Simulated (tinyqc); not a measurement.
Lattice vibrations of a chain, step by step. One step of it, computed by the program tinyqc.

Task: Frequencies. omega^2 are the eigenvalues; wavenumber = 521.4708 sqrt(eigenvalue) 1/cm.

D(q) (eV/(angstrom^2 u)), lower triangle (Hermitian):
```
                     1                    2          3         4
1             1.307018
2            -0.122519             0.217500
3  -0.000176-0.001866i            -0.060138   0.113020
4   0.602284-0.114892i  -0.000163-0.001728i  -0.083184  0.457143
```

Give: eigenvalues; wavenumbers; weights |e|^2 of the mass-weighted modes.

Result:

eigenvalues: 0.0476  0.1217  0.2882  1.6371

wavenumbers (1/cm): 113.7  182.0  280.0  667.2

weights |e|^2 of the mass-weighted modes:
```
        mode 1  mode 2  mode 3  mode 4
atom 1  0.0668  0.1153  0.0365  0.7814
atom 2  0.0148  0.4494  0.5301  0.0057
atom 3  0.6200  0.1601  0.2194  0.0005
atom 4  0.2983  0.2752  0.2140  0.2124
```
